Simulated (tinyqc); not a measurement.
Time-dependent dielectric breakdown: cell percolation, Weibull statistics, area scaling and voltage extrapolation. Inputs raised by 10 %, one at a time. Computed by tinyqc, a small Python program. Command: `OMP_NUM_THREADS=1 python tinyqc.py 3019338 3019339 out.jsonl tddb sens`. One thread of a shared host (Intel(R) Xeon(R) Processor @ 2.30GHz), about 0.01 s of CPU time with the checks.

The oxide is divided into columns of area a^2, each holding m = t_ox/a cells (m is taken as continuous). A share lambda(t) = (t/t_1)^alpha of the cells is defective, and a column whose cells are all defective breaks down.

Inputs (values chosen for the exercise, for a model gate oxide):
```
quantity                                                   value  unit
oxide thickness t_ox                                         1.9    nm
defect cell size a                                           1.4    nm
exponent alpha of defect growth                              0.9     -
time t_1 at which the occupied share would reach 1       8.3e+09     s
test area A                                                   50  um^2
product area A_u                                          500000  um^2
stress voltage V                                            2.62     V
use voltage V_u                                              1.2     V
local exponent n = -d ln t/d ln V at the stress voltage       40     -
activation energy E_a                                       0.64    eV
stress temperature T                                         140     C
use temperature T_u                                          100     C
allowed failure fraction F                                 1e-06     -
```

Voltage law used: power.

Constants: k_B = 8.617333262e-05 eV/K.

Method:
- Failure fraction F = 1 - (1 - lambda^m)^N with N = A/a^2 columns, which for small lambda^m is 1 - exp(-(t/t63)^beta) with beta = alpha m and t63 = t_1 N^(-1/beta); critical share lambda(t63) = N^(-1/m). 1 um^2 = 1e6 nm^2.
- All three voltage laws share the slope n at the stress voltage. Factor t(V_u)/t(V): E law exp(n (1 - V_u/V)); 1/E law exp(n (V/V_u - 1)); power law (V/V_u)^n.
- Temperatures in kelvin are T(C) + 273.15.
- Temperature factor exp[(E_a/k_B)(1/T_u - 1/T)]; area factor (A/A_u)^(1/beta); percentile factor (-ln(1 - F))^(1/beta); life = t63 x all four; 1 year = 3.15576e7 s.

Runs:
```
input moved                                                from       to  Weibull slope beta  projected life (years)  critical share of defective cells  area factor
base run                                                      -        -               1.221               3.720e+02                          3.487e-06     0.000531
defect cell size a (nm)                                     1.4     1.54               1.110               1.660e+01                          1.158e-06     0.000250
exponent alpha of defect growth                             0.9     0.99               1.344               7.347e+03                          3.487e-06     0.001054
test area A (um^2)                                           50       55               1.221               3.720e+02                          3.250e-06     0.000574
product area A_u (um^2)                                  500000   550000               1.221               3.441e+02                          3.487e-06     0.000491
use voltage V_u (V)                                         1.2     1.32               1.221               8.219e+00                          3.487e-06     0.000531
local exponent n = -d ln t/d ln V at the stress voltage      40       44               1.221               8.453e+03                          3.487e-06     0.000531
allowed failure fraction F                                1e-06  1.1e-06               1.221               4.022e+02                          3.487e-06     0.000531
```

Exponents ln(y'/y) / ln(x'/x):
```
input                                                    Weibull slope beta  projected life  critical share of defective cells  area factor
defect cell size a                                                       -1         -32.628                            -11.564       -7.912
exponent alpha of defect growth                                           1          31.299                              0.000        7.192
test area A                                                               0           0.000                             -0.737        0.819
product area A_u                                                          0          -0.819                              0.000       -0.819
use voltage V_u                                                           0         -40.000                              0.000        0.000
local exponent n = -d ln t/d ln V at the stress voltage                   0          32.771                              0.000        0.000
allowed failure fraction F                                                0           0.819                              0.000        0.000
```

Which inputs matter most for each result?

Among the inputs moved here: Weibull slope beta answers most in size to defect cell size a (exponent -1.000), and about equally to exponent alpha of defect growth (+1.000); its exponent is below 0.0005 for test area A, product area A_u, use voltage V_u, local exponent n = -d ln t/d ln V at the stress voltage, allowed failure fraction F. Its exponent -1.000 in defect cell size a: beta = alpha t_ox/a. Projected life answers most in size to use voltage V_u (exponent -40.000), next to local exponent n = -d ln t/d ln V at the stress voltage (+32.771); its exponent is below 0.0005 for test area A. Its exponent 0.000 in test area A: the test area cancels when the slope is known exactly. Critical share of defective cells answers most in size to defect cell size a (exponent -11.564), next to test area A (-0.737); its exponent is below 0.0005 for exponent alpha of defect growth, product area A_u, use voltage V_u, local exponent n = -d ln t/d ln V at the stress voltage, allowed failure fraction F. area factor answers most in size to defect cell size a (exponent -7.912), next to exponent alpha of defect growth (+7.192); its exponent is below 0.0005 for use voltage V_u, local exponent n = -d ln t/d ln V at the stress voltage, allowed failure fraction F.

Caution (all rows): t_1 is an input here; in a real oxide it changes with thickness at fixed voltage. Caution (all rows): a voltage factor of more than nine decades rests wholly on the chosen law and cannot be tested.
